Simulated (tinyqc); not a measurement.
Central-cell correction: shallow acceptor in the spherical four-band model.

The ground state 1S3/2 has an L = 0 part f(r) and an L = 2 part g(r). In units of Ry* and a*, with Gaussians f_i = exp(-a_i r^2), g_i = r^2 exp(-a_i r^2), A = a_i + a_j and I(n) = Gamma((n + 1)/2)/(2 A^((n + 1)/2)): S_ff = I(2), S_gg = I(6), H_ff = (6 a_i a_j/A) I(2) - 2 I(1), H_gg = (14 a_i a_j/A) I(6) - 2 I(5), H_fg = -mu [15 I(2) - 20 a_j I(4) + 4 a_j^2 I(6)]; each function is then normalised. The split-off band is left out.

Converged values use 22 exponents 2.2^i, i = -7 to 14, for f and for g.

Parameters, chosen for this exercise (out of a larger set: near those of a shallow acceptor in GaP, where the small spin-orbit splitting and strong warping make this model rough; not measured data): rc = 2.1 angstrom (radius of the central cell); Vs = (2, 0, -0.5, -1.5, -2.5, -3.5) eV (central-cell strengths).

mu = 0.45882
Ry* = 28.5899 meV
a* = 23.318 angstrom

A short-range term V exp(-r^2/rc^2) is added (negative: attracts the hole); its elements are V S (A/(A + 1/rc^2))^(3/2) for f and ^(7/2) for g, in the same units.

Results:

| V (eV) | 1S binding (meV) | 2S binding (meV) | <r> (angstrom) | L = 2 weight |
|---|---|---|---|---|
| 2.0 | 32.5 | 9.25 | 31.7 | 0.090 |
| 0.0 | 35.4 | 9.63 | 29.1 | 0.092 |
| -0.5 | 36.5 | 9.77 | 28.3 | 0.093 |
| -1.5 | 39.7 | 10.14 | 26.1 | 0.095 |
| -2.5 | 44.8 | 10.68 | 23.3 | 0.097 |
| -3.5 | 53.9 | 11.50 | 19.6 | 0.101 |

From V = 0 to -3.5 eV the 1S binding grows by 18.5 meV (52 %) and the 2S binding by 1.87 meV, so the chemical shift sits mainly in the ground state. A repulsion of 2 eV removes 2.9 meV. The slope is 9.11 meV per eV over the last step against 1.47 on the repulsive side, since attraction pulls the state into the cell: the route from a shallow to a deep level.

Program tinyqc; command `OMP_NUM_THREADS=1 python tinyqc.py 1281252 1281253 out.jsonl`; about 0.03 s on one thread of a shared Intel(R) Xeon(R) Processor @ 2.30GHz.
